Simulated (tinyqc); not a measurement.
Inside a calculation. Method: exchange-only LDA atom on a uniform radial grid, spin-unpolarised, for B(2+). Computed by tinyqc, a small Python program that keeps every step. Settings: Z = 5, points = 64, R = 8.2, functional = Slater exchange alone, mixing = 1.0, iteration cap = 75. Command: `OMP_NUM_THREADS=1 python tinyqc.py 26419 26420 out.jsonl` (the two numbers bound the seeds that draw the settings). One thread of a shared host (Intel(R) Xeon(R) Processor @ 2.60GHz), about 0.02 s of CPU time with the checks. Later iterations appear only in the table of the cycle.

## Iteration 1

Spherical atom on a uniform radial grid r_j = j h with h = R/(N + 1), h sum u^2 = 1 and integrals as h times sums, u(0) = u(R) = 0 (atomic units):
```
parameter           value
Z                       5
points N               64
R                8.200000
h                0.126154
mixing           1.000000
electrons in 1s         2
electrons in 2s         1
```

Three-point differences turn -u''/2 + [l(l+1)/2r^2 - Z/r + V] u = e u into a tridiagonal matrix (diagonal 1/h^2 + potential, off-diagonal -1/2h^2). D = sum f u^2; the Hartree potential y/r solves y'' = -D/r with y(0) = 0, y(R) = N_e; v_xc comes from rho = D/(4 pi r^2); E = sum f e - int D V + int D (V_H/2 + eps_xc); V(new) = V + mixing (V_H + v_xc - V).

eigenvalues (hartree): 1s -11.455722, 2s -3.050931

Every 4th grid point:
```
r             V in     u(1s)      u(2s)         D       V_H       v_xc
0.504615  0.000000  0.960299  -0.239757  1.901831  4.794583  -0.827950
1.009231  0.000000  0.177731  -0.959235  0.983309  2.790189  -0.418623
1.513846  0.000000  0.024671  -0.771455  0.596359  1.953854  -0.270418
2.018462  0.000000  0.003044  -0.434252  0.188594  1.482520  -0.152084
2.523077  0.000000  0.000352  -0.206342  0.042577  1.188559  -0.079804
3.027692  0.000000  0.000039  -0.088709  0.007869  0.990800  -0.040255
3.532308  0.000000  4.22e-06  -0.035690  0.001274  0.849297  -0.019796
4.036923  0.000000  4.46e-07  -0.013696  0.000188  0.743140  -0.009564
4.541538  0.000000  4.65e-08  -0.005073  0.000026  0.660569  -0.004560
5.046154  0.000000  4.78e-09  -0.001828  3.34e-06  0.594512  -0.002153
5.550769  0.000000  4.86e-10  -0.000644  4.15e-07  0.540466  -0.001008
6.055385  0.000000  4.91e-11  -0.000223  4.98e-08  0.495427  -0.000469
6.560000  0.000000         0  -0.000076  5.78e-09  0.457317  -0.000217
7.064615  0.000000         0  -0.000025  6.47e-10  0.424652  -0.000100
7.569231  0.000000         0  -0.000008  6.40e-11  0.396341  -0.000044
8.073846  0.000000         0  -1.20e-06         0  0.371570   0.000000
```

total energy = -20.43146801 hartree

## Iteration 2

As before.

eigenvalues (hartree): 1s -6.264496, 2s -0.967295

Every 4th grid point:
```
r             V in     u(1s)      u(2s)         D       V_H       v_xc
0.504615  3.966633  1.043454  -0.000478  2.177594  4.446087  -0.866175
1.009231  2.371565  0.287875  -0.633462  0.567019  2.606769  -0.348438
1.513846  1.683436  0.063979  -0.790458  0.633011  1.873409  -0.275848
2.018462  1.330436  0.013032  -0.678242  0.460352  1.454865  -0.204772
2.523077  1.108755  0.002533  -0.494823  0.244863  1.180173  -0.142980
3.027692  0.950544  0.000478  -0.330207  0.109037  0.988413  -0.096688
3.532308  0.829501  0.000089  -0.208502  0.043473  0.848641  -0.064213
4.036923  0.733576  0.000016  -0.126840  0.016088  0.742963  -0.042175
4.541538  0.656009  2.95e-06  -0.075119  0.005643  0.660522  -0.027497
5.046154  0.592360  5.31e-07  -0.043585  0.001900  0.594500  -0.017831
5.550769  0.539458  9.51e-08  -0.024867  0.000618  0.540463  -0.011511
6.055385  0.494958  1.70e-08  -0.013963  0.000195  0.495426  -0.007393
6.560000  0.457100  3.01e-09  -0.007680  0.000059  0.457317  -0.004705
7.064615  0.424552  5.34e-10  -0.004045  0.000016  0.424652  -0.002920
7.569231  0.396298  9.30e-11  -0.001852  3.43e-06  0.396341  -0.001657
8.073846  0.371570         0  -0.000339  1.15e-07  0.371570  -0.000512
```

total energy = -20.88502428 hartree

## Convergence

Stop when input and output potentials agree to 1e-7.

Course of the cycle (hartree):
```
iteration             E       e(1s)      e(2s)  largest |V(out) - V(in)|
1          -20.43146801  -11.455722  -3.050931                  6.90e+00
2          -20.88502428   -6.264496  -0.967295                  1.01e+00
3          -20.89643797   -6.859545  -1.082231                  1.72e-01
4          -20.89678328   -6.763335  -1.067647                  2.98e-02
5          -20.89679375   -6.779813  -1.070073                  5.18e-03
6          -20.89679407   -6.776954  -1.069657                  9.02e-04
7          -20.89679408   -6.777452  -1.069729                  1.57e-04
8          -20.89679408   -6.777365  -1.069716                  2.74e-05
9          -20.89679408   -6.777380  -1.069719                  4.76e-06
10         -20.89679408   -6.777377  -1.069718                  8.30e-07
11         -20.89679408   -6.777378  -1.069718                  1.45e-07
12         -20.89679408   -6.777378  -1.069718                  2.52e-08
```

Converged in 12 iterations. A uniform grid resolves the cusp poorly: for a bare nucleus this grid gives 1s at -11.45572 against -Z^2/2 = -12.5 hartree. Before convergence this energy mixes input and output and is not variational, so it may rise towards its limit.
